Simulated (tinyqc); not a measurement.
# Charge-trap memory cell: effect of the gate voltage

Channel, tunnel oxide, storage layer, blocking layer, gate. N electrons per area sit in a sheet at the centroid and shift the threshold by U = (q/eps0) N (tb/eb + xc tn/en). EOT = t1 + 3.9 (tn/en + tb/eb); tunnel field F = (Vg - U)/EOT; dN/dt = eta (J/q)(1 - N/Nm). Fowler-Nordheim: J = A F^2 exp(-B/F), A = q^2/(16 pi^2 hbar mo phi) (times 1e14 for A/cm^2 with F in V/nm, emitter mass m0), B = (4/3) sqrt(mo/C) phi^1.5, C = hbar^2/(2 m0).

After 0.0001 s. The rate equation is integrated from N = 0 to the digits shown; blocking field (3.9 F + q N/eps0)/eb.

Values chosen for this exercise; oxide values close to those of silicon dioxide, storage layer close to silicon nitride, blocking layer close to aluminium oxide:
- phi = 3.15 eV (tunnel barrier)
- mo = 0.47 m0 (tunnelling mass)
- t1 = 4.8 nm (tunnel oxide (permittivity 3.9))
- tn = 8.7 nm (storage layer)
- en = 7.5 (its relative permittivity)
- tb = 10.9 nm (blocking layer)
- eb = 9 (its relative permittivity)
- xc = 0.42 (charge centroid, share of tn counted from the blocking side)
- eta = 0.34 (capture efficiency of an empty layer)
- Nm = 1.4e13 cm^-2 (trap density)

Constants: q = 1.602176634e-19 C, hbar = 1.054571817e-34 J s, m0 = 9.1093837015e-31 kg, eps0 = 8.8541878128e-14 F/cm where lengths are in cm, hbar^2/(2 m0) = 0.0380998212 eV nm^2. Results are converted to the units shown.

Effect of the gate voltage:

| Vg (V) | N/Nm | U (V) | F (V/nm) | blocking field (V/nm) |
|---|---|---|---|---|
| 16 | 0.1248 | 0.5368 | 1.101 | 0.5121 |
| 16.9 | 0.2611 | 1.123 | 1.123 | 0.5602 |
| 17.7 | 0.4022 | 1.730 | 1.137 | 0.6058 |
| 18.6 | 0.5633 | 2.424 | 1.152 | 0.6576 |
| 19.4 | 0.6995 | 3.010 | 1.167 | 0.7025 |
| 20.3 | 0.8357 | 3.596 | 1.189 | 0.7505 |
| 21.1 | 0.9305 | 4.004 | 1.217 | 0.7893 |
| 22 | 0.9895 | 4.257 | 1.263 | 0.8259 |

U rises from 0.537 to 4.26 V; the slope between neighbouring rows is at most 0.770 and 0.282 between the last two rows. In the upper rows it falls short of the 1 of a floating gate because capture weakens as the traps fill (98.9 % in the last row); where little charge has entered in the time given, the slope is small in any case. The blocking field reaches 8.26 MV/cm, where electrons may escape to the gate, which the model leaves out.

Range of the model: The Fowler-Nordheim form needs F t1 above phi; trap-assisted paths and leakage through the blocking layer are left out.

tinyqc, about 0.03 s, one thread, Intel Xeon 2.30GHz (shared host): `OMP_NUM_THREADS=1 python tinyqc.py 2130022 2130023 out.jsonl`
